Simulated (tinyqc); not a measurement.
Stark shift: graded (staircase) quantum well by finite differences.

Finite differences on points z_i at the centres of cells of width h: H_ii = (c/h^2)(1/m_(i-1/2) + 1/m_(i+1/2)) + V_i, H_(i,i+1) = -(c/h^2)/m_(i+1/2), where m_(i+1/2) is the mean of the masses at the two points (the end values are repeated outwards), psi = 0 on the points beyond both ends, c = hbar^2/2m0. The field adds e F (z - z0) with z0 the middle of the structure; 1 kV/cm = 1e-5 eV/angstrom.

Constants: hbar^2/2m0 = 3.80998211 eV angstrom^2.

Parameters, chosen for this exercise (out of a larger set: near those of a GaAs well in AlGaAs; not measured data):
```
symbol  value                                                                                                                                            unit      meaning
layers  ((30, 0.235, 0.0911), (10, 0.104, 0.0782), (10, 0.026, 0.0705), (10, 0, 0.0679), (10, 0.026, 0.0705), (10, 0.104, 0.0782), (30, 0.235, 0.0911))            each layer: thickness in angstrom, band edge in eV, mass in m0
hf      0.625                                                                                                                                            angstrom  cell width of the fine grid
Fs      (0, 16.7, 33.3, 50, 66.7, 83.3, 100)                                                                                                             kV/cm     fields
```

Fine grid. Perturbation theory: dE1 = e F z_11 - beta (e F)^2 with beta = sum_j z_1j^2/(E_j - E_1) over the 13 next levels at zero field, z from z0.

Levels against field:
```
F (kV/cm),E1 (eV),E2 (eV),dE1 (meV),second order (meV),<z - z0> (angstrom),E2 - E1 (meV)
0,0.1090,0.3223,0.00,0.00,0.0,213.3
16.7,0.1090,0.3222,-0.03,-0.03,-0.4,213.3
33.3,0.1089,0.3221,-0.13,-0.13,-0.8,213.2
50.0,0.1087,0.3219,-0.28,-0.28,-1.1,213.2
66.7,0.1085,0.3216,-0.50,-0.50,-1.5,213.1
83.3,0.1082,0.3212,-0.79,-0.79,-1.9,213.0
100,0.1078,0.3207,-1.13,-1.13,-2.3,212.9
```

z_11 = 0.00 angstrom
beta = 1132 angstrom^2/eV

At zero field the state is centred, so the shift starts as F^2; it turns linear only if the state is pulled to one side. At 100 kV/cm E1 has moved by -1.13 meV, where second order gives -1.13 meV; they differ by 0.0 % there. The electron moves by -2.3 angstrom, against the rise of the potential. From 0 kV/cm on E2 lies above the lowest point of the outer barrier, so it is a resonance or a state of the finite grid, held or pushed up by its ends. E2 - E1 shrinks with the field; the ends are 213.3 and 212.9 meV.

Run: tinyqc, `OMP_NUM_THREADS=1 python tinyqc.py 1250523 1250524 out.jsonl`; Intel(R) Xeon(R) Processor @ 2.30GHz, one thread, shared host; about 0.01 s of CPU time with all checks.
